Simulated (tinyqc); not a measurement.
Deep-level transient spectroscopy: two steps of the calculation.

Schottky contact on an n-type layer with shallow donors Nd (all ionised) and a donor-like deep trap, neutral when filled and positive when empty; depletion approximation. Traps within lam of the depletion edge stay filled. A long pulse to Vp fills the traps beyond x1 = Wp - lam; back at Vr those between x1 and x2 = Wr - lam emit. A rate window reads S = C(t2) - C(t1).

Inputs (values chosen for the exercise); material values those of a made-up semiconductor:
```
symbol    value   unit                                      meaning
eps_r      12.3                               relative permittivity
Nc      2.17e19  cm^-3   conduction-band density of states at 300 K
Nd       2.2e15  cm^-3                        shallow donor density
Vbi        0.73      V                             built-in voltage
Et         0.14     eV  depth of the trap below the conduction edge
Nt       1.7e13  cm^-3                                 trap density
Vr            3      V                                 reverse bias
Vp          0.3      V        reverse bias during the filling pulse
t1            5     ms                          first sampling time
t2           20     ms                         second sampling time
T            84      K                 temperature of the transient
```

Constants: q = 1.602176634e-19 C, kB = 1.380649e-23 J/K, eps0 = 8.8541878128e-14 F/cm where lengths are in cm. Results are converted to the units shown.

Problem 1. Widths. lam = sqrt(2 eps0 eps_r (EF - ET)/(q Nd)), EF - ET = Et - (kB T/q) ln(Nc(T)/Nd), Nc(T) = Nc (T/300 K)^1.5. In the steady state at the band bending V, 2 eps0 eps_r V/q = Nd W^2 + Nt (W - lam)^2 (the second term only if W > lam). V = Vbi + Vr gives Wr and V = Vbi + Vp gives Wp; x1 = max(Wp - lam, 0).

Wanted: lam; Wr; Wp; x1; x2; G = (x2^2 - x1^2)/Wr^2.

Solution 1.

lam = 232.2 nm
Wr = 1514 nm
Wp = 796.3 nm
x1 = 564.1 nm
x2 = 1282 nm
G = (x2^2 - x1^2)/Wr^2 = 0.5780

Problem 2. The transient. W(t)^2 = Wr^2 + (Nt/Nd)(x2^2 - x1^2) exp(-en t), C = eps0 eps_r/W; for small Nt, dC/C = -(Nt/2 Nd) G exp(-en t) with G = (x2^2 - x1^2)/Wr^2. S = C(t2) - C(t1).

t, sample 0 to 6 (ms): 0  2.5  5  12.5  20  40  100
en = 156.58764 1/s
Wr = 1514.0157 nm
G = (x2^2 - x1^2)/Wr^2 = 0.57798871

Find: C; C - C(final); S.

Solution 2.

```
sample  C (nF/cm^2)  C - C(final) (pF/cm^2)
0            7.1772                 -16.010
1            7.1824                 -10.835
2            7.1859                  -7.331
3            7.1910                  -2.268
4            7.1925                  -0.701
5            7.1932                  -0.031
6            7.1932                   0.000
```

S = 6.6298 pF/cm^2

Numbers from tinyqc (`OMP_NUM_THREADS=1 python tinyqc.py 2050134 2050135 out.jsonl`; about 0.01 s on one thread of a shared Intel Xeon 2.30GHz).
